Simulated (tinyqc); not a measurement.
Worked calculation: one-electron ion in a basis of Gaussians. One step of it, computed by the program tinyqc.

Problem. Generalised eigenproblem. Solve H C = S C e through S^(-1/2); each column has its largest component positive (the first on a tie).

H = T + V (hartree), lower triangle:
```
           1          2          3          4         5
1  -1.016983
2  -0.855204  -1.514466
3  -0.388275  -1.258106  -1.862297
4  -0.125723  -0.600659  -1.492513  -0.898988
5  -0.035017  -0.204160  -0.818221  -0.486563  5.526007
```

S, lower triangle:
```
          1         2         3         4         5
1  1.000000
2  0.599460  1.000000
3  0.162932  0.599435  1.000000
4  0.029744  0.162927  0.599449  1.000000
5  0.004647  0.029751  0.162973  0.599540  1.000000
```

Give: eigenvalues of S; eigenvalues; coefficients.

Solution.

eigenvalues of S: 0.133  0.341  0.784  1.491  2.250

eigenvalues (hartree): -1.998  -1.119  -0.716  0.936  10.235

coefficients:
```
        1       2       3       4       5
1  -0.024   0.314   1.248   0.326   0.090
2   0.241   0.887  -1.166  -0.855  -0.267
3   0.693  -0.546   0.378   1.418   0.601
4   0.227  -0.202   0.172  -1.249  -1.152
5   0.029  -0.022   0.016  -0.026   1.330
```

For Z = 6 and l = 2 the exact lowest level is -Z^2/(2 n^2) with n = l + 1: -2.000000 hartree.
